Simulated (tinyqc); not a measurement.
# Born-von Karman spring model of a cubic crystal with one atom per cell, step by step

A worked calculation. Computed by tinyqc, a small Python program that keeps every step. Command: `OMP_NUM_THREADS=1 python tinyqc.py 3005217 3005218 out.jsonl springs walk`. One thread of a shared host (Intel(R) Xeon(R) Processor @ 2.30GHz), about 0.09 s of CPU time with the checks. Intermediate numbers are printed to about 7 digits and carried at full precision; extremes and crossings named in words are read from the listed rows.

First neighbours lie at a/2 (1,1,0) (12 of them), second at a (1,0,0) (6), with all permutations and signs; the volume per atom is Omega = a^3/4.

Inputs (values chosen for the exercise, for a model crystal):

| quantity | value | unit |
|---|---|---|
| lattice constant a | 4.14 | angstrom |
| atomic mass M | 43.5 | u |
| radial spring k1L | 0.435 | eV/angstrom^2 |
| transverse spring k1T | 0.028 | eV/angstrom^2 |
| radial spring k2L | 0.11 | eV/angstrom^2 |
| transverse spring k2T | -0.0056 | eV/angstrom^2 |
| mesh divisions n | 8 | - |
| temperature T | 50 | K |

Lattice: fcc.

wave vector q (2 pi/a): 0.44  0.19  0.014

Constants: nu for 1 eV/(angstrom^2 u) = 15.6333042 THz; 1 eV/angstrom^3 = 160.2176634 GPa; u = 1.6605390666e-27 kg; h x 1 THz = 4.135667696 meV; k_B = 8.617333262e-05 eV/K; hbar^2/u = 4.18015928e-03 eV angstrom^2; hbar = 1.054571817e-34 J s; k_B = 1.380649e-23 J/K.

## Dynamical matrix at q

A neighbour at R with unit vector n couples by the matrix K(R) = kL n n^T + kT (1 - n n^T), and D(q) = (1/M) sum_R K(R) [1 - cos(q.R)].

D(q) (eV/(angstrom^2 u)):
```
            x           y           z
x  0.04533400  0.01033176  0.00080819
y  0.01033176  0.02647684  0.00046246
z  0.00080819  0.00046246  0.02253607
```

## Frequencies and polarisations

Diagonalise D. An eigenvalue lambda of D in eV/(angstrom^2 u) gives nu = 15.6333042 THz x sqrt(lambda). Eigenvectors are columns, with the largest component positive; the longitudinal weight is (e.q)^2/q^2.

eigenvalues (eV/(angstrom^2 u)): 0.02190260  0.02252032  0.04992399

frequencies (THz): 2.313655  2.346054  3.493055

polarisation vectors:
```
       mode 1      mode 2     mode 3
x  -0.3937622  -0.0946148  0.9143300
y   0.9054215   0.1317321  0.4035573
z  -0.1586291   0.9867597  0.0337951
```

longitudinal weights: 0.0000517  0.0000338  0.9999146

Mode 3 is the most longitudinal, with weight 1.00.

## Elastic constants from long waves

[ij,kl] = (1/(2 Omega)) sum_R K_ij R_k R_l; C11 = [xx,xx], C44 = [xx,yy], C12 = 2 [xy,xy] - C44; B = (C11 + 2 C12)/3; Zener ratio A = 2 C44/(C11 - C12). K(R) = kL n n^T + kT (1 - n n^T).

C11 = 52.86409 GPa

C12 = 12.28335 GPa

C44 = 19.21838 GPa

bulk modulus B = 25.81027 GPa

Zener ratio A = 0.9471677

C12 - C44 = -6.94 GPa: the Cauchy relation fails because sum_R kT R^2 is not zero; a positive sum gives a negative Cauchy pressure.

## Sound velocities

rho = M/Omega and v = sqrt(C/rho), with C = C11, C44, C44 along [100]; (C11 + C12 + 2 C44)/2, C44, (C11 - C12)/2 along [110]; (C11 + 2 C12 + 4 C44)/3 and twice (C11 - C12 + C44)/3 along [111].

density rho = 4071.902 kg/m^3

Velocities (m/s):

| direction | longitudinal | transverse 1 | transverse 2 |
|---|---|---|---|
| [100] | 3603.145 | 2172.500 | 2172.500 |
| [110] | 3566.425 | 2172.500 | 2232.268 |
| [111] | 3554.101 | 2212.524 | 2212.524 |

Along [110] the two transverse waves differ by a factor sqrt(2 C44/(C11 - C12)) = 0.973.

## Frequencies at the zone boundary

The formulas are those given above.

Frequencies (THz) at points given in 2 pi/a:

| point | nu 1 | nu 2 | nu 3 |
|---|---|---|---|
| X (1, 0, 0) | 3.415229 | 3.415229 | 4.561857 |
| L (0.5, 0.5, 0.5) | 2.946446 | 2.946446 | 4.733040 |
| W (1, 0.5, 0) | 3.759772 | 4.013890 | 4.013890 |
| K (0.75, 0.75, 0) | 3.382812 | 4.002098 | 4.236943 |

## Highest frequency at X

Take the highest frequency at X = (1, 0, 0) (2 pi/a).

highest frequency at X = 4.561857 THz

## Dispersion against the sound-wave line

The last column divides the top branch by the straight line with its slope at G. End points in 2 pi/a: X = (1, 0, 0), L = (0.5, 0.5, 0.5).

Frequencies (THz) along two lines:

| line | fraction of the way | nu 1 | nu 2 | nu 3 | nu 3 / linear |
|---|---|---|---|---|---|
| G-X | 0.10 | 0.522891 | 0.522891 | 0.863327 | 0.9919599 |
| G-X | 0.25 | 1.282652 | 1.282652 | 2.069705 | 0.9512334 |
| G-X | 0.40 | 1.978865 | 1.978865 | 3.070162 | 0.8819011 |
| G-X | 0.55 | 2.573214 | 2.573214 | 3.800606 | 0.7939787 |
| G-X | 0.70 | 3.029426 | 3.029426 | 4.259030 | 0.6990871 |
| G-X | 0.85 | 3.316958 | 3.316958 | 4.492877 | 0.6073294 |
| G-X | 1.00 | 3.415229 | 3.415229 | 4.561857 | 0.5241556 |
| G-L | 0.10 | 0.460926 | 0.460926 | 0.740411 | 0.9958927 |
| G-L | 0.25 | 1.127556 | 1.127556 | 1.811256 | 0.9744954 |
| G-L | 0.40 | 1.731878 | 1.731878 | 2.782011 | 0.9354893 |
| G-L | 0.55 | 2.240495 | 2.240495 | 3.599032 | 0.8801627 |
| G-L | 0.70 | 2.625303 | 2.625303 | 4.217169 | 0.8103320 |
| G-L | 0.85 | 2.865036 | 2.865036 | 4.602266 | 0.7282705 |
| G-L | 1.00 | 2.946446 | 2.946446 | 4.733040 | 0.6366198 |

Along G-X the top branch ends at 52 % of its linear extrapolation. Along G-L the top branch ends at 64 % of its linear extrapolation, which is the 2/pi of a pure sine: planes normal to this line couple to their next planes alone. A Debye model keeps the straight line throughout.

## Thermal sums on a mesh

Mesh: q = sum_i (m_i + 1/2)/n b_i, m_i = 0..n-1, with b = [[-1, 1, 1], [1, -1, 1], [1, 1, -1]] in 2 pi/a; sums are averages over the n^3 points, per atom. With x = h nu/(k_B T) and n = 1/(exp(x) - 1) for each mode: F = k_B T [x/2 + ln(1 - exp(-x))], U = k_B T x (n + 1/2), S/k_B = x n - ln(1 - exp(-x)), C/k_B = x^2 n (n + 1). <u_x^2> = (1/3) sum over modes of hbar^2/(2 M h nu) coth(x/2); zero-point energy = sum h nu/2. <u_x^2> converges slowly with the mesh, from below, with an error of order 1/n.

free energy F = 20.35154 meV/atom

energy U = 23.00678 meV/atom

entropy S = 0.6162550 k_B/atom

heat capacity C = 1.354131 k_B/atom

<u_x^2> = 0.004426511 angstrom^2

zero-point energy = 21.07989 meV/atom

C is 45 % of the classical 3 k_B, and the zero-point energy is 92 % of U.

## Debye temperature from the elastic constants

Christoffel matrix G_xx = C11 n_x^2 + C44 (1 - n_x^2), G_xy = (C12 + C44) n_x n_y, with eigenvalues rho v^2; v_m^-3 is the mean of v^-3 over three branches and all directions (12 Gauss-Legendre points in cos(theta) times 24 angles phi = (j + 1/2) pi/12); q_D = (6 pi^2/Omega)^(1/3); Theta = hbar v_m q_D/k_B.

mean velocity v_m = 2423.512 m/s

Debye wave number q_D = 1.494525 1/angstrom

elastic Debye temperature = 276.6568 K

## Full spectrum, Debye and Einstein heat capacities

Mesh: q = sum_i (m_i + 1/2)/n b_i, m_i = 0..n-1, with b = [[-1, 1, 1], [1, -1, 1], [1, 1, -1]] in 2 pi/a; sums are averages over the n^3 points (here n = 14), per atom. Debye: C = 9 k_B (T/Theta)^3 int_0^(Theta/T) x^4 e^x/(e^x - 1)^2 dx with the elastic Theta. Einstein: three modes at the root-mean-square frequency. The last column is the Theta that makes the Debye formula give the full C at that T.

root-mean-square frequency = 3.484928 THz

Heat capacity (k_B/atom):

| T (K) | full spectrum | Debye | Einstein | Theta from C (K) |
|---|---|---|---|---|
| 33 | 0.627421 | 0.367546 | 0.491162 | 221.8247 |
| 50 | 1.354131 | 0.929588 | 1.271679 | 217.9193 |
| 69 | 1.917377 | 1.504920 | 1.879405 | 216.8196 |
| 97 | 2.368677 | 2.062226 | 2.355443 | 216.3267 |
| 140 | 2.670923 | 2.487084 | 2.667294 | 216.1013 |
| 210 | 2.847117 | 2.754977 | 2.846330 | 215.9968 |
| 280 | 2.912628 | 2.858517 | 2.912371 | 215.9621 |
| 410 | 2.958800 | 2.932797 | 2.958743 | 215.9389 |

The apparent Theta runs from 216 to 222 K against the elastic 277 K; at high T it tends to sqrt(5/3) h nu_rms/k_B = 216 K. At the lowest T the Debye value is 0.59 and the Einstein value 0.78 times the full one; dispersion bends the branches below the sound lines, so the real spectrum has more low modes than Debye assumes. At the highest T Debye misses by 0.88 % and Einstein by 0.0019 %.

Checks made by the program: slopes of the dispersion along [110] against the sound velocities (relative difference 2e-08); F = U - T S (relative difference below 1e-10).
